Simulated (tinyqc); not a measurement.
Heisenberg magnet: exchange from energy differences, ordering vector, linear spin waves and ordering temperature. From Curie-Weiss temperature back to exchange J2. Computed by tinyqc, a small Python program. Command: `OMP_NUM_THREADS=1 python tinyqc.py 3028624 3028625 out.jsonl magnon inv`. One thread of a shared host (Intel(R) Xeon(R) Processor @ 2.30GHz), about 1 s of CPU time with the checks.

H = -sum over pairs <ij> J_ij S_i.S_j - K sum_i (S_i^z)^2, each pair once, J > 0 ferromagnetic. First neighbours: 6 at a (1, 0, 0), second: 12 at a (1, 1, 0), with all permutations and signs.

Inputs (values chosen for the exercise, for a model magnet): exchange J1 = -0.931 meV; spin S = 2.5; mesh divisions n = 20.

Lattice: simple cubic. Order: Neel (nearest neighbours antiparallel).

Constants: k_B = 8.617333262e-05 eV/K.

Method:
- J(q) = J1 g1(q) + J2 g2(q), g_s(q) = sum over shell s of cos(q.R).
- Mesh: q = sum_i (m_i + 1/2)/n b_i, m_i = 0..n-1, b = [[1, 0, 0], [0, 1, 0], [0, 0, 1]] in 2 pi/a; <..> is the mean over the mesh.
- K left out. Mean field: k_B T = S (S + 1) J(Q)/3 at the ordering vector Q; random-phase (Tyablikov): k_B T = [S (S + 1)/3] / <1/(J(Q) - J(q))>; Curie-Weiss theta = S (S + 1) J(0)/(3 k_B).

Question. A run gave the result below. Find the exchange J2, known to lie between 0.043 and 0.11 meV.

Curie-Weiss temperature = -164.8312 K

Answer.

Each step takes the trial c = (a f_b - b f_a)/(f_b - f_a), f being the result less the target and a, b, c the logarithms of the listed values; c replaces end b, the old b replaces a if the sign of f changed, and otherwise f_a is halved.

Scan of the range:
```
exchange J2 (meV)  Curie-Weiss temperature (K)
0.0430                                -171.602
0.0503                                -168.637
0.0588                                -165.185
0.0688                                -161.123
0.0804                                -156.411
0.0941                                -150.847
0.1100                                -144.389
```

False position (Illinois rule, in the logarithm of the input) inside the bracket:
```
step      end a      end b      trial  Curie-Weiss temperature (K)
1     0.0588000  0.0688000  0.0596089                     -164.856
2     0.0688000  0.0596089  0.0596656                     -164.833
3     0.0688000  0.0596656  0.0596735                     -164.830
4     0.0596656  0.0596735  0.0596699                     -164.831
```

Curie-Weiss temperature rises at every point of a 13-point scan of the range (every second point is shown), so one value fits; it is bracketed by 0.0588 and 0.0688. The scan shows a straight line, so linear interpolation between any two rows gives the answer at once. Answer: exchange J2 = 0.05967 meV.
